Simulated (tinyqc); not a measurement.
# MOSFET in saturation, small-signal circuit and noise: several studies

Bias by the inversion coefficient IC = I/Ispec (charge-based model with velocity saturation; weak inversion below 0.1, strong above 10). Common-source circuit: gm, gds, Cgs, Cgd and Cj at the inner nodes, Rg in series with the gate; quasi-static, no source or drain resistance, no gate-body capacitance, no substrate network, no induced gate noise, so fmax is an upper estimate.

Inputs (values chosen for the exercise):
```
symbol   value         unit                                   meaning
T          300            K                               temperature
L          350           nm                               gate length
W           40           um                          total gate width
Cox       2.15      uF/cm^2                          gate capacitance
mu         130   cm^2/(V s)                                  mobility
n         1.23                                           slope factor
Ls          25           nm                velocity-saturation length
sg       0.013                                           ratio gds/gm
Cov       0.42        fF/um   overlap and fringe capacitance per side
Cj        0.81        fF/um                drain junction capacitance
Rsh         20          ohm              sheet resistance of the gate
Wf           2           um                              finger width
Rc         100       ohm um      gate contact and vertical resistance
IC       0.095                                  inversion coefficient
gw        0.13               short-channel excess of the noise factor
Nt      6.2e16  cm^-3 eV^-1                        oxide trap density
lt         0.1           nm          tunnelling length into the oxide
ac        1000        V s/C            Coulomb scattering coefficient
```

Constants: q = 1.602176634e-19 C, kB = 1.380649e-23 J/K, Vt = kB T/q. Results are converted to the units shown.

Each table varies one quantity; the others keep the values above.

## Effect of the gate length on speed and noise

Ispec = 2 n mu Cox (W/L) Vt^2, lc = Ls/L, gms = [sqrt((lc IC + 1)^2 + 4 IC) - 1]/[2 + lc (lc IC + 1)], gm = gms Ispec/(n Vt), gds = sg gm. qs = [sqrt(1 + 4 IC) - 1]/2, Cgs = Cox W L qs (2 qs + 3)/(3 (qs + 1)^2) + Cov W, Cgd = Cov W, Cd = Cj W, Rg = Rsh (Wf/L)/(12 Nf) + Rc/W with Nf = W/Wf fingers (not rounded) contacted at both ends. fT = gm/(2 pi (Cgs + Cgd)), fmax = fT/(2 sqrt(Rg (gds + 2 pi fT Cgd))). Channel noise Sid = 4 kB T gam n gm with gam = (1/2 + (2/3) qs)/(1 + qs) + gw lc IC, qs = [sqrt(1 + 4 IC) - 1]/2, lc = Ls/L (the last term an empirical rise with velocity saturation); at the gate, white noise Sw = Sid/gm^2 + 4 kB T Rg. Number fluctuation with correlated mobility: S(f) = K/f, K = q^2 Vt lt Nt/(W L Cox^2) (1 + ac mu Cox I/gm)^2, Vt in eV with Nt per eV. Corner fc = K/Sw. IC is held fixed, and so is sg.

Result of one run:
```
L (nm)  I (uA)  Rg (ohm)  fT (GHz)  fmax (GHz)  sqrt(Sw) (nV/Hz^0.5)  fc (MHz)
130     13.432    3.7821    1.4487      29.638                5.2282  0.063848
```

What becomes of these results when the gate length L is changed from 130 to 50 nm, all else the same?

Result of the changed run:
```
L (nm)  I (uA)  Rg (ohm)  fT (GHz)  fmax (GHz)  sqrt(Sw) (nV/Hz^0.5)  fc (MHz)
50      34.924    5.8333    4.2492      40.954                3.2903   0.41926
```

The whole series:
```
L (nm)  I (uA)  Rg (ohm)  fT (GHz)  fmax (GHz)  sqrt(Sw) (nV/Hz^0.5)   fc (MHz)
20      87.309    10.833    10.743      47.819                2.1791     2.3918
32      54.568    7.7083    6.7557      44.942                2.6742    0.99203
50      34.924    5.8333    4.2492      40.954                3.2903    0.41926
79      22.104    4.6097    2.5788      35.864                4.0982    0.17101
130     13.432    3.7821    1.4487      29.638                5.2282   0.063848
200     8.7309    3.3333   0.84992      24.138                6.4668   0.027124
320     5.4568    3.0208   0.45432      18.483                8.1651   0.010634
500     3.4924    2.8333   0.23867      13.771                10.196  0.0043646
```

As L goes from 20 to 500 nm, fT falls from 10.7 to 0.239 GHz, fmax falls from 47.8 to 13.8 GHz, the white noise rises from 2.18 to 10.2 nV/Hz^0.5 and the corner falls from 2.39 to 0.00436 MHz. fT goes as L^(-0.99) between the first two rows and L^(-1.44) between the last two; with no overlap and no velocity saturation it would go as 1/L^2. In every row fmax exceeds 4 fT, where channel resistance and substrate losses, left out here, would cap it.

## From weak to strong inversion

Same model as above.

The last column is the figure of merit (gm/I) fT.

Results:
```
IC     I (uA)  gm/I (1/V)  fT (GHz)  fmax (GHz)  (gm/I) fT (THz/V)
0.01  0.52517      31.129  0.071202      7.4231          0.0022165
0.03   1.5755      30.527   0.18205      11.845          0.0055575
0.3    15.755      25.172   0.71421      23.065           0.017978
1      52.517      19.217    1.1993      29.406           0.023047
3      157.55      13.417    1.9585      37.090           0.026277
10     525.17      8.2276    3.4412      48.700           0.028313
30     1575.5      4.8993    5.7203      62.477           0.028025
100    5251.7      2.5087    9.3687      79.717           0.023503
```

Estimate the missing row, IC = 0.1.

Computed row:
```
IC   I (uA)  gm/I (1/V)  fT (GHz)  fmax (GHz)  (gm/I) fT (THz/V)
0.1  5.2517      28.726   0.41288      17.732           0.011860
```

With this row back in the table: The efficiency gm/I falls from 31.1 to 2.51 1/V while fT rises from 0.0712 to 9.37 GHz; fT goes as IC^(0.85) at the start and IC^(0.41) at the end (1/2 for a long channel, 0 at full velocity saturation, which sets in near IC = 1/lc^2 = 196). Their product goes from 0.00222 through a maximum of 0.0283 (at IC = 10 among the rows listed) to 0.0235 THz/V. In every row fmax exceeds 4 fT, where channel resistance and substrate losses, left out here, would cap it.

## Effect of the finger width on speed and noise

Same model as above.

Corner fc = K/Sw. IC is held fixed.

The same in every row: I (uA) = 4.989; fT (GHz) = 0.4008.

Effect of the finger width on speed and noise:
```
Wf (um)  Rg (ohm)  fmax (GHz)  sqrt(Sw) (nV/Hz^0.5)  fc (MHz)
0.25        2.507       19.04                 8.537  0.008894
0.5         2.530       18.96                 8.537  0.008894
1           2.619       18.63                 8.537  0.008894
2           2.976       17.48                 8.537  0.008893
4           4.405       14.37                 8.538  0.008890
8           10.12       9.478                 8.544  0.008879
```

What does the table show?

As Wf goes from 0.25 to 8 um, fT stays at 0.401 GHz, fmax falls from 19.0 to 9.48 GHz, the white noise stays near 8.54 nV/Hz^0.5 and the corner stays near 0.00889 MHz. The finger width leaves fT alone and acts through Rg, whose sheet part goes as Wf^2. In every row fmax exceeds 4 fT, where channel resistance and substrate losses, left out here, would cap it.

## Effect of the overlap and fringe capacitance per side on speed and noise

Same model as above.

Corner fc = K/Sw. IC is held fixed.

The same in every row: I (uA) = 4.9891; Rg (ohm) = 2.9762; sqrt(Sw) (nV/Hz^0.5) = 8.5371; fc (MHz) = 0.0088933.

Results:
```
Cov (fF/um)  fT (GHz)  fmax (GHz)
0.05          0.83166      68.668
0.15          0.64444      36.514
0.25          0.52602      25.799
0.45          0.38466      16.550
0.55          0.33909      14.077
0.65          0.30318      12.256
```

Estimate the missing row, Cov = 0.35 fF/um.

Computed row:
```
Cov (fF/um)  fT (GHz)  fmax (GHz)
0.35          0.44437      20.124
```

With this row back in the table: As Cov goes from 0.05 to 0.65 fF/um, fT falls from 0.832 to 0.303 GHz, fmax falls from 68.7 to 12.3 GHz, the white noise stays at 8.54 nV/Hz^0.5 and the corner stays at 0.00889 MHz. In every row fmax exceeds 4 fT, where channel resistance and substrate losses, left out here, would cap it.

Program tinyqc, `OMP_NUM_THREADS=1 python tinyqc.py 2150023 2150024 out.jsonl`; Intel Xeon 2.30GHz, shared host, one thread, about 0.01 s.
